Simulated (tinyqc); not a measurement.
Composition against offsets: model-solid line-up of a strained alloy layer on a substrate.

All values of the alloy are linear in x but the gap, Eg(x) = (1 - x) Eg_A + x Eg_B - C x (1 - x), and the valence edge, Ev(x) = (1 - x) Ev_A + x Ev_B + fv C x (1 - x); Ec = Ev + Eg. Ev is the top of the unstrained valence band on a scale common to all materials. In the layer only the Gamma valley of the conduction band is followed, also where an X or L valley would lie lower.

Coherent growth on a (111) face: e_par = (a_s - a)/a, e_perp = -(2 C11 + 4 C12 - 4 C44)/(C11 + 2 C12 + 4 C44) e_par; exx = eyy = ezz = (2 e_par + e_perp)/3 and exy = eyz = ezx = (e_perp - e_par)/3.

Strained edges: Ec + ac tr(e); the valence edges are Ev plus the levels of the 6 x 6 matrix of X, Y, Z times spin with -Dso/3 + l exx + m (eyy + ezz) on the diagonal (cyclic), n exy off it, l = av + 2 b, m = av - b, n = sqrt(3) d. Spin-orbit term (Dso/3) L.sigma on X, Y, Z with (L_k)_ij = -i epsilon_kij: <X+|H|Y+> = -i Dso/3, <X+|H|Z-> = Dso/3, <Y+|H|Z-> = -i Dso/3, <Z+|H|X-> = -Dso/3, <Z+|H|Y-> = i Dso/3, <X-|H|Y-> = i Dso/3, and their conjugates; + and - are the spin along z.

dEc = Ec(substrate) - Ec(layer), dEv = Ev(layer) - Ev(substrate); positive values confine the carrier in the layer. Type I: both of one sign; type II: opposite signs; type III: the gaps do not overlap.

Parameters, chosen for this exercise (A near InAs, B near InSb, substrate near InAs; not measured data):
- a = (6.05, 6.48) angstrom (lattice constant of A, B)
- Eg = (0.42, 0.234) eV (gap at Gamma to the s-like level of A, B)
- Dso = (0.39, 0.801) eV (spin-orbit splitting of A, B)
- Ev = (-0.59, 0) eV (top of the unstrained valence band of A, B)
- ac = (-5.06, -6.98) eV (conduction deformation potential of A, B)
- av = (1.01, 0.37) eV (valence hydrostatic potential of A, B)
- b = (-1.8, -1.99) eV (tetragonal shear potential of A, B)
- d = (-3.55, -4.71) eV (trigonal shear potential of A, B)
- C11 = (83.6, 67.9) GPa (of A, B)
- C12 = (44.8, 37.8) GPa (of A, B)
- C44 = (39.8, 31) GPa (of A, B)
- C = 0.626 eV (bowing of the gap)
- fv = 0.6 (share of the bowing taken by the valence edge)
- a_s = 6.05 angstrom (substrate)
- Eg_s = 0.42 eV (lowest gap of the substrate)
- Ev_s = -0.59 eV (substrate valence edge)
- face = 111 (growth face)

Each composition is strained to the same substrate.

Results:

| x | e_par (%) | relaxed gap (eV) | strained gap (eV) | valence splitting (meV) | dEc (eV) | dEv (eV) | type |
|---|---|---|---|---|---|---|---|
| 0.02 | -0.14 | 0.404 | 0.412 | 9 | -0.014 | 0.022 | II |
| 0.14 | -0.99 | 0.319 | 0.374 | 61 | -0.102 | 0.148 | II |
| 0.20 | -1.40 | 0.283 | 0.361 | 86 | -0.150 | 0.209 | II |
| 0.25 | -1.75 | 0.256 | 0.354 | 105 | -0.192 | 0.258 | II |
| 0.31 | -2.16 | 0.228 | 0.350 | 128 | -0.245 | 0.315 | II |
| 0.37 | -2.56 | 0.205 | 0.351 | 150 | -0.301 | 0.371 | II |
| 0.43 | -2.97 | 0.187 | 0.356 | 172 | -0.360 | 0.424 | III |

Give the missing row, x = 0.08.

Computed row:
```
x     e_par (%)  relaxed gap (eV)  strained gap (eV)  valence splitting (meV)  dEc (eV)  dEv (eV)  type
0.08      -0.57             0.359              0.390                       36    -0.056     0.086    II
```

The layer stays under compression over this range. The strained gap runs from 0.412 to 0.356 eV, against 0.404 to 0.187 eV for the relaxed alloy: strain takes back part of the change that the composition makes. It is not monotonic; its extremes in the table are 0.350 and 0.412 eV. Strains above 2 % can be kept only in layers of a few nanometres. The type changes: II to III between x = 0.37 and 0.43. Offsets below about 50 meV are within the spread of parameter sets, so those rows do not settle the type.

(tinyqc, `OMP_NUM_THREADS=1 python tinyqc.py 1051452 1051453 out.jsonl`, Intel(R) Xeon(R) Processor @ 2.30GHz, 1 thread, shared host, about 0.02 s.)
